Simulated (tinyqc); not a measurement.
Lattice vibrations of a chain, step by step. One step of it, computed by the program tinyqc.

Problem. Dynamical matrix at q = 0.47. q is in units of 2 pi/a. A spring k from atom i to atom j, n cells on, adds k to Phi_ii and Phi_jj, -k exp(2 pi i q n) to Phi_ij and the conjugate to Phi_ji (for one atom a cell: 2k (1 - cos 2 pi q n)); D_ij = Phi_ij / sqrt(m_i m_j).

A chain moving along its axis:
```
atom,mass (u),spring to the next atom (eV/angstrom^2)
1,54.500000,4.400000
2,30.500000,5.500000
3,25.000000,9.300000
second neighbours,-,0.800000
```

Give: D(q).

Solution.

D(q) (eV/(angstrom^2 u)):
```
,1,2,3
1,0.2807,-0.0886+0.0037i,0.2258+0.0472i
2,-0.0886-0.0037i,0.3770,-0.1707+0.0054i
3,0.2258-0.0472i,-0.1707-0.0054i,0.6560
```
